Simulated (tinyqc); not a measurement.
Inside a calculation: BHZ model on a square lattice (one spin block). Values are carried at full precision from step to step, so a last printed digit may differ when a step is redone from the rounded ones.

h(k) = e0 + d.s with s the Pauli matrices in the basis (E, H), k in units of 1/a: dx = (A/a) sin kx, dy = (A/a) sin ky, dz = M - (2B/a^2)(2 - cos kx - cos ky), e0 = -(2D/a^2)(2 - cos kx - cos ky). The other spin block is h*(-k). For small k this is the continuum model with dz = M - B k^2.

Inputs chosen for the exercise (of the size used for thin Bi2Se3 films; not measured data): A = 2.61 eV angstrom; B = -16.4 eV angstrom^2; D = -4.8 eV angstrom^2; M = -0.1027 eV (mass term); a = 8 angstrom (grid spacing); k = (-0.06, 0.39) 1/a (wave vector); nk = 24 (points along kx).

## One k point

Form e0, d and E = e0 -/+ |d|.

e0 = 11.534 meV

dx, dy, dz (meV): -19.563  124.036  -63.294

levels (meV): -129.086  152.153

## Signs of dz at the four invariant points

dz = M, M - 4B/a^2 (twice), M - 8B/a^2 at (0,0), (pi,0), (0,pi), (pi,pi). The product of the signs is (-1)^nu. C = (s00 - s0p - sp0 + spp)/2 is the Chern number of the lower band of this block, in the sense Omega = curl of i<u|grad u>.

dz (meV): (0,0) -102.70, (pi,0) 922.30, (0,pi) 922.30, (pi,pi) 1947.30

nu (Z2 index) = 1
C = -1

M/B > 0: the bands are inverted at Gamma alone, a quantum spin Hall insulator.

## Wilson loop

For each ky: x = -(1/2 pi) arg of the product of <u_j|u_(j+1)> over nk points kx = 2 pi j/nk of the lower band, folded into (-1/2, 1/2]. x is the centre of the hybrid Wannier function; minus its winding over ky from -pi to pi (followed on 61 points) is C.

Centres:

| ky | x (a) |
|---|---|
| -3.142 | 0.0000 |
| -1.500 | 0.0226 |
| -0.700 | 0.1081 |
| -0.350 | 0.2385 |
| -0.150 | 0.3729 |
| 0.000 | 0.5000 |
| 0.150 | -0.3729 |
| 0.350 | -0.2385 |
| 0.700 | -0.1081 |
| 1.500 | -0.0226 |
| 3.142 | 0.0000 |

C from the winding = -1

The centre winds once across the cell, 52 % of the way within |ky| < 0.35; the other spin winds oppositely, so the pair switches partners.

## Edge state of the continuum model

At a hard wall the state is exp(-l1 y) - exp(-l2 y). At kx = 0: E = -D M/B, slope hbar v = A sqrt(1 - D^2/B^2), l = F -/+ sqrt(F^2 - M/B) with F = |A|/(2 sqrt(B^2 - D^2)); complex l means an oscillating tail. Penetration 1/Re(l1).

E at kx = 0 = 30.059 meV
hbar v = 2.4957 eV angstrom

l1, l2 (1/angstrom): 0.05747  0.10896

penetration = 17.4 angstrom

## Checks

- Chern number from the winding against the sign formula: both -1.0.

(tinyqc, `OMP_NUM_THREADS=1 python tinyqc.py 1450236 1450237 out.jsonl`, Intel(R) Xeon(R) Processor @ 2.30GHz, 1 thread, shared host, about 0.1 s.)
